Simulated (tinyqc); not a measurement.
Space-charge-limited current through a thin insulating or semi-insulating film with traps: one step, computed by the program tinyqc.

One ohmic injecting contact at x = 0 (field zero), drift only, non-degenerate free carriers.

Task: One point of the curve. Free density n_0 = N_c exp(-E_0/k_B T) in equilibrium; trapped density n_t(n) = N_t/(1 + n_1/n), n_1 = N_c exp(-E_t/k_B T). J = e mu n F and (eps eps_0/e) dF/dx = n - n_0 + n_t(n) - n_t(n_0) = rho(n). With F = J/(e mu n): d = (eps eps_0 J/(e^2 mu)) I_1 and V = (eps eps_0 J^2/(e^3 mu^2)) I_2, I_k = int_(n_L)^infinity dn/(n^(k+1) rho(n)), n_L the density at the anode; with u = n_L/n, 200 Gauss-Legendre points in t, u = 1 - (1 - t)^2. Anode field J/(e mu n_L); Mott-Gurney current (9/8) eps eps_0 mu V^2/d^3; ohmic current e n_0 mu V/d.

Inputs (values chosen for the exercise, modelled on HfO2):

| quantity | value | unit |
|---|---|---|
| permittivity eps | 22 | - |
| band mobility mu | 0.064 | cm^2/(V s) |
| effective density of states N_c | 1.1e+20 | 1/cm^3 |
| trap density N_t | 1.1e+15 | 1/cm^3 |
| equilibrium Fermi level below the band edge, E_0 | 0.88 | eV |
| thickness d | 1600 | nm |
| free density at the anode, in units of N_c | 4.5e-07 | - |
| temperature T | 250 | K |
| trap level E_t below the band edge | 0.49 | eV |

Traps: single level.

Constants: k_B = 8.617333262e-05 eV/K; eps_0 = 8.8541878128e-12 F/m; e = 1.602176634e-19 C.

Give: I_1; I_2; current density J; voltage V; anode field over mean field V/d; trap-free Mott-Gurney current; ohmic current.

Result:

I_1 = 1.577e-29 cm^6

I_2 = 1.712e-43 cm^9

current density J = 0.008558 A/cm^2

voltage V = 1.450 V

anode field over mean field V/d = 1.861

trap-free Mott-Gurney current = 0.07198 A/cm^2

ohmic current = 1.860e-14 A/cm^2
